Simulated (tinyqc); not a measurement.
Energy and delay of logic against supply voltage: two steps of the calculation.

One expression serves below and above threshold: I(Vg) = Ik [ln(1 + exp((Vg - VT + dd V)/(al nf Vt)))]^al, with I_on = I(V) and I_off = I(0). Gate delay td = kd C V/I_on, clock period LD td. Per gate and cycle the switching energy is act C V^2 and the leakage energy I_off V LD td. No short-circuit current, no variation. Minima are sought above 0.09 V; below a few Vt gates no longer switch and the model has no meaning.

Parameters, values chosen for the exercise; values of the order met in logic technologies:
- T = 358 K (temperature)
- VT = 0.29 V (threshold voltage at zero drain bias)
- nf = 1.09 (slope factor)
- dd = 0.09 (barrier lowering per volt of supply)
- Ik = 1.5 uA (specific current of a gate)
- al = 1.82 (exponent of the current law)
- C = 3.6 fF (load capacitance of a gate)
- kd = 0.8 (delay factor)
- LD = 40 (logic depth)
- act = 0.2 (activity factor)
- V = 0.87 V (supply voltage)

Constants: q = 1.602176634e-19 C, kB = 1.380649e-23 J/K, Vt = kB T/q. Results are converted to the units shown.

Question 1. Currents, delay and energies. I_on, I_off, td, clock frequency 1/(LD td), both energies and their sum.

Give: I_on; I_off; td; clock frequency; switching energy; leakage energy; energy.

Answer 1.

I_on = 113.2 uA
I_off = 2.689 nA
td = 22.14 ps
clock frequency = 1.129 GHz
switching energy = 545.0 aJ
leakage energy = 2.072 aJ
energy = 547.0 aJ

I_on/I_off = 42100; leakage makes up 0.379 % of the energy.

Question 2. New V. Minimum-energy supply: E(V) is the energy per gate and cycle; with h = 0.001 V, E' = (E(V + h) - E(V - h))/(2 h), E'' = (E(V - h) - 2 E(V) + E(V + h))/h^2, V(new) = V - E'/E''.

V at the start = 0.26 V

Wanted: E'; E''; V after iteration 1.

Answer 2.

E' = 289.7 aJ/V
E'' = 2969 aJ/V^2
V after iteration 1 = 0.1624 V

tinyqc, about 0.01 s, one thread, Intel Xeon 2.30GHz (shared host): `OMP_NUM_THREADS=1 python tinyqc.py 2082010 2082011 out.jsonl`
